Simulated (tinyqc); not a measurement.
## Current crowding under a contact, resistor ladder against the transmission-line model: convergence with the number of cells

A metal contact of length d and width W on a thin layer of the same width. The metal has no resistance, the sheet resistance under it equals Rsh, and current enters the layer at the front edge x = 0.

Cut the contact into n cells of length hc = d/n. Neighbouring cell centres are joined by a = W/(Rsh hc), each centre joins the metal (0 V) by g = W hc/rc, and I enters cell 1 through half a cell: -a v_(i-1) + b_i v_i - a v_(i+1) = I for i = 1 and 0 otherwise, b_i = g + 2 a (g + a at both ends). Rc = v_1/I + 1/(2 a). The error is against Transfer length Lt = sqrt(rc/Rsh); front resistance Rc = (Rsh Lt/W) coth(d/Lt); end resistance Re = (Rsh Lt/W)/sinh(d/Lt).

Inputs (values chosen for the exercise):
- Rsh = 150 ohm/sq (sheet resistance of the semiconductor layer)
- rc = 1.8e-6 ohm cm^2 (specific contact resistivity)
- d = 2.3 um (contact length)
- W = 16 um (contact width)

Results:
```
n     hc/Lt  Rc (ohm)  error (%)
1     2.100     15.67       48.1
2     1.050     12.02       13.6
4    0.5249     10.96       3.54
8    0.2625     10.68      0.894
16   0.1312     10.61      0.224
64  0.03281     10.58     0.0140
```

Estimate the missing row, n = 32.

Computed row:
```
n     hc/Lt  Rc (ohm)  error (%)
32  0.06561     10.59     0.0561
```

With this row back in the table: The exact Rc is 10.583 ohm. The error falls from 48 % to 0.014 %, by a factor of 4.0 over the last doubling: second order in the cell length.

Numbers from tinyqc (`OMP_NUM_THREADS=1 python tinyqc.py 2760145 2760146 out.jsonl`; about 0.01 s on one thread of a shared Intel Xeon 2.30GHz).
